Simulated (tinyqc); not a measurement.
p-i-n power rectifier, conductivity modulation at high injection: two steps of the calculation.

A drift layer from x = -d to d (2 d = W) between ideal p+ and n+ emitters (no recombination in them). High injection, n = p, ambipolar diffusion with one lifetime; both mobilities scale as (T/300 K)^(-bt).

Inputs (values chosen for the exercise); bulk values close to those of silicon: temperature T = 450 K; relative permittivity eps_r = 12.1; critical-field constant Kc = 3960 V/cm per (cm^-3)^(1/8); rated breakdown voltage of the drift layer BV = 120 V; drift mobility at 300 K mud = 1220 cm^2/(V s); temperature exponent of the drift mobility bt = 2.3; hole mobility at 300 K mup = 436 cm^2/(V s); forward current density J = 200 A/cm^2; high-level lifetime tau = 7.9e-9 s.

Constants: q = 1.602176634e-19 C, kB = 1.380649e-23 J/K, Vt = kB T/q, eps0 = 8.8541878128e-14 F/cm where lengths are in cm. Results are converted to the units shown.

Question 1. Drift layer. Triangular field at breakdown with Ec = Kc N^(1/8): BV = eps0 eps_r Ec^2/(2 q N), so N = (eps0 eps_r Kc^2/(2 q BV))^(4/3); W = 2 BV/Ec; mu = mud (T/300 K)^(-bt); rho = 1/(q mu N); ideal resistance rho W.

Find: N; Ec; W; mu; rho; ideal resistance.

Answer 1.

N = 3.315e15 cm^-3
Ec = 0.3450 MV/cm
W = 6.957 um
mu = 480.1 cm^2/(V s)
rho = 3.921 ohm cm
ideal resistance = 2.728 mohm cm^2

Question 2. Carrier profile. Da = 2 mun mup Vt/(mun + mup), La = sqrt(Da tau), B = (mun - mup)/(mun + mup) with mun = mud (T/300 K)^(-bt), mup likewise; n(x) = (tau J/(2 q La)) [cosh(x/La)/sinh(d/La) - B sinh(x/La)/cosh(d/La)]. 8 equal steps.

W = 6.9574311 um

Find: Da; La; B; x; n.

Answer 2.

Da = 9.8037 cm^2/s
La = 2.7830 um
B = 0.47343

```
point   x (um)  n (cm^-3)
0      -3.4787  2.8002e16
1      -2.6090  2.1089e16
2      -1.7394  1.6252e16
3      -0.8697  1.3016e16
4       0.0000  1.1060e16
5       0.8697  1.0194e16
6       1.7394  1.0331e16
7       2.6090  1.1486e16
8       3.4787  1.3771e16
```

d/La = 1.25.

tinyqc, about 0.01 s, one thread, Intel Xeon 2.30GHz (shared host): `OMP_NUM_THREADS=1 python tinyqc.py 2230037 2230038 out.jsonl`
